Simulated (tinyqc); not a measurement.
Inside a calculation: electrons shared among three sets of ellipsoidal valleys. Values are carried at full precision from step to step, so a last printed digit may differ when a step is redone from the rounded ones.

Constants: hbar^2/2m0 = 3.80998211 eV angstrom^2; kB = 8.617333262e-05 eV/K.

Inputs chosen for the exercise (masses and offsets near those of Si; mobilities are free inputs, held fixed; the results hold for these values, not for the real material): ml = (0.876, 0.876, 1.637) m0 (longitudinal masses of Delta2, Delta4, L); mt = (0.1807, 0.1807, 0.1168) m0 (transverse masses); M = (2, 4, 4) (valleys in each set); T = 500 K; dE = (0, 0.049, 1.011) eV (edges of Delta2, Delta4, L above the first, the first two split by strain); n = 2.3e+19 1/cm^3 (total electron density); mu = (1500, 880, 460) cm^2/(V s) (mobility of each set, for current in the plane normal to the Delta2 axis).

## Masses of each set

One valley: m_d = (ml mt^2)^(1/3). Whole set: m_de = M^(2/3) m_d. Mean over three axes: 1/m_c = (1/ml + 2/mt)/3. Anisotropy K = ml/mt.

m_d, m_de, m_c (m0) and K of each set:
```
set        m_d    m_de     m_c      K
Delta2  0.3058  0.4855  0.2457   4.85
Delta4  0.3058  0.7706  0.2457   4.85
L       0.2816  0.7096  0.1692  14.02
```

m_de/m_c is 1.98 for Delta2, 3.14 for Delta4, 4.19 for L: many anisotropic valleys give many states at a light conductivity mass. m_c is the mean over three axes; a set that holds only some of the equivalent valleys conducts with a mass that depends on direction.

## Effective densities of states

N_i = M_i times N = 2 (m kB T/(4 pi c))^(3/2) with c = hbar^2/2m0, in 1/angstrom^3; times 1e24 for 1/cm^3, with m = (ml mt^2)^(1/3).

kT = 0.043087 eV

N_i (1/cm^3): Delta2 1.8264e+19, Delta4 3.6527e+19, L 3.2275e+19

## Fermi level and populations

F_j(eta) = (1/Gamma(j + 1)) integral_0^infinity x^j dx/(1 + exp(x - eta)), which tends to exp(eta) for eta << 0.

Solve n = sum_i N_i F_1/2((EF - dE_i)/kT), energies from the edge of the first set.

EF = -0.0033 eV

eta_i: Delta2 -0.08, Delta4 -1.21, L -23.54

n_i (1/cm^3): Delta2 1.31e+19, Delta4 9.86e+18, L 1.93e+09

shares: Delta2 0.5713, Delta4 0.4287, L 0.0000

Delta2 holds most electrons (57.1 %). Boltzmann weights N_i exp(-dE_i/kT) would give Delta4 a share of 0.3908.

## Drift and Hall mobility of the mixture

With f_i the shares, mu_drift = sum f_i mu_i; low-field Hall mobility mu_H = sum f_i mu_i^2/mu_drift (scattering and anisotropy factors set to 1); the Hall density is n mu_drift/mu_H; rho = 1/(e n mu_drift), e = 1.602176634e-19 C.

mu_drift = 1234 cm^2/(V s)
mu_H = 1311 cm^2/(V s)
Hall density = 2.17e+19 1/cm^3
rho = 0.000220 ohm cm

A Hall measurement would read 94.2 % of the true density. The mobilities are of the size met in pure crystals; at this density impurities would cut them and raise rho, by a factor of two to ten or more depending on crystal and density.

## Checks

- Share of Delta4 at n = 1e10 1/cm^3 against the Boltzmann weight: both 0.3908.

Program tinyqc; command `OMP_NUM_THREADS=1 python tinyqc.py 1650720 1650721 out.jsonl`; about 0.01 s on one thread of a shared Intel(R) Xeon(R) Processor @ 2.30GHz.
